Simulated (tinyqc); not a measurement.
Worked calculation: domain walls in a thin film with perpendicular anisotropy: Bloch, Neel and chiral walls, motion and stripe domains. Computed by tinyqc, a small Python program that keeps every step. Command: `OMP_NUM_THREADS=1 python tinyqc.py 3012455 3012456 out.jsonl mwall walk`. One thread of a shared host (Intel(R) Xeon(R) Processor @ 2.30GHz), about 0.01 s of CPU time with the checks. Intermediate numbers are printed to about 6 digits and carried at full precision; extremes and crossings named in words are read from the listed rows.

One-dimensional wall: polar angle theta(x), azimuth phi of the moment in the wall (phi = 0 Neel, 90 degrees Bloch). mu_0 = 1.25663706212e-6 T m/A, gamma = 1.76085963023e11 rad/(s T).

Inputs (values chosen for the exercise, for a model film): saturation magnetisation M_s = 691 kA/m; exchange stiffness A = 9.2 pJ/m; uniaxial anisotropy K_u = 455 kJ/m^3; DMI constant D = 0.22 mJ/m^2; thickness t = 2.9 nm; damping alpha = 0.031; current density J = 1.6 1e12 A/m^2; spin Hall angle theta_SH = 0.3.

Drive: spin-orbit torque.

Constants: hbar = 1.054571817e-34 J s; e = 1.602176634e-19 C.

## Width and energy of the Bloch wall

K_eff = K_u - mu_0 M_s^2/2; Delta = sqrt(A/K_eff); sigma_0 = 4 sqrt(A K_eff); profile theta = 2 arctan exp(x/Delta); quality factor Q = 2 K_u/(mu_0 M_s^2).

K_eff = 154.990 kJ/m^3

width parameter Delta = 7.70446 nm

sigma_0 = 4.77645 mJ/m^2

quality factor Q = 1.51662

## Bloch or Neel

sigma(phi) = sigma_0 + 2 Delta K_D cos^2(phi) - pi D cos(phi), with the wall shape anisotropy K_D = N_x mu_0 M_s^2/2, N_x = t ln 2/(pi Delta). The minimum has cos(phi) = D/D_N for D < D_N = 4 Delta K_D/pi and phi = 0 beyond; sigma turns negative at D_c = (sigma_0 + 2 Delta K_D)/pi.

K_D = 24.9154 kJ/m^3

D_N = 0.244410 mJ/m^2

azimuth phi = 25.8254 degrees

wall energy sigma = 4.46539 mJ/m^2

D_c = 1.64260 mJ/m^2

A mixed wall, between Bloch and Neel. D is 0.13 of D_c.

## Velocity under current

Spin-orbit drive: B_SL = hbar theta_SH J/(2 e M_s t) acts as the field (pi/2) B_SL cos(phi). Steady state: v = (gamma Delta/alpha)(pi/2) B_SL cos(phi) = gamma Delta [B_D sin(phi) - (B_K/2) sin(2 phi)], B_K = 2 K_D/M_s, B_D = pi D/(2 M_s Delta); the root with phi between its rest value and 90 degrees; v saturates at v_D = gamma Delta B_D.

B_SL = 78.8317 mT

azimuth in motion = 89.0855 degrees

velocity = 86.4897 m/s

saturation velocity v_D = 88.0621 m/s

v is 98 % of v_D: the wall has turned towards Bloch, where the torque loses its grip. Caution: pinning, heating and tilting of the wall are left out.

## Velocity against current

The formulas are those given above.

Steady motion:
```
J (1e12 A/m^2)  B_SL (mT)  phi (degrees)  v (m/s)  v at fixed rest phi (m/s)
0.02                0.985        59.9880  33.8816                       61.0
0.05                2.463        71.4273  53.9381                      152.4
0.10                4.927        78.5448  67.2651                      304.9
0.20                9.854        83.5140  76.5179                      609.7
0.50               24.635        87.1854  83.1576                     1524.3
1.00               49.270        88.5524  85.5633                     3048.7
2.00               98.540        89.2658  86.8014                     6097.3
5.00              246.349        89.7038  87.5552                    15243.3
```

The linear law holds to 5 % in 0 of the eight rows; in the last row v is 99.4 % of v_D = pi gamma D/(2 M_s), which depends on neither alpha nor theta_SH.

## Stripe domains

Dipolar length l = sigma/(mu_0 M_s^2); for t much smaller than the period the domain width is w = 0.955 t exp(pi l/t) (Kaplan and Gehring), given as log10 of w in nm.

dipolar length l = 7.44207 nm

log10 of the domain width in nm = 3.94371

Equilibrium domains are about 8800 nm wide.

## Raising D

The formulas are those given above.

Wall against D; the last column is the Kaplan-Gehring width, log10[0.955 t exp(pi sigma/(mu_0 M_s^2 t))/nm], with a dash where it falls below 10 Delta and the formula fails:
```
D (mJ/m^2)  phi (degrees)  sigma (mJ/m^2)  sigma/sigma_0  log10 domain width
0.049             78.4348         4.76102       0.996769             4.17551
0.120             60.5952         4.68391       0.980624             4.11504
0.200             35.0854         4.51938       0.946179             3.98604
0.330              0.0000         4.12365       0.863328             3.67574
0.660              0.0000         3.08692       0.646279             2.86285
0.990              0.0000         2.05020       0.429230             2.04995
1.300              0.0000         1.07630       0.225335                   -
1.500              0.0000         0.44798       0.093790                   -
```

D_N is 15 % of D_c, so a small D fixes the chirality long before it lowers the energy much. Beyond D_N sigma falls by pi per unit of D, and the domain width, which has sigma in an exponent, drops by 2.1 decades over the valid rows (values above 6 mean a single domain in any device).

Checks made by the program: sigma_0 against the integral over the profile (relative difference below 1e-10).
